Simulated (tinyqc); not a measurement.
Switching kinetics of a ferroelectric film and the memory window of a ferroelectric gate stack: one step, computed by the program tinyqc. Command: `OMP_NUM_THREADS=1 python tinyqc.py 3022811 3022812 out.jsonl feswitch walk`. One thread of a shared host (Intel(R) Xeon(R) Processor @ 2.30GHz), about 0.02 s of CPU time with the checks.

Fields in MV/cm; 1 microcoulomb/cm^2 over eps_0 is 11.29409 MV/cm. In the stack (metal, ferroelectric, interlayer, channel) the channel is taken as a conductor.

Problem. The hysteresis loop. Saturated branches: P(E) = P_s tanh[(E -/+ E_c)/(2 delta)], delta = E_c/ln[(1 + P_r/P_s)/(1 - P_r/P_s)]; D = P + eps_0 eps_F E.

Inputs (values chosen for the exercise, for a model film):
```
quantity                                 value               unit
saturation polarisation P_s                 14  microcoulomb/cm^2
ratio P_r/P_s                             0.72                  -
coercive field E_c                        0.67              MV/cm
permittivity of the ferroelectric eps_F     31                  -
```

Give: delta; P on both branches (microcoulomb/cm^2) at E/E_c = -3, -2, -1, -0.5, 0, 0.5, 1, 1.5, 2, 3; peak differential permittivity eps_F + P_s/(2 delta eps_0).

Solution.

delta = 0.3691 MV/cm

P on both branches (microcoulomb/cm^2) at E/E_c = -3, -2, -1, -0.5, 0, 0.5, 1, 1.5, 2, 3:
```
E (MV/cm)  rising branch  falling branch
-2.010            -13.98          -13.28
-1.340            -13.88          -10.08
-0.670            -13.28            0.00
-0.335            -12.27            5.95
0.000             -10.08           10.08
0.335              -5.95           12.27
0.670               0.00           13.28
1.005               5.95           13.70
1.340              10.08           13.88
2.010              13.28           13.98
```

peak differential permittivity eps_F + P_s/(2 delta eps_0) = 245.2
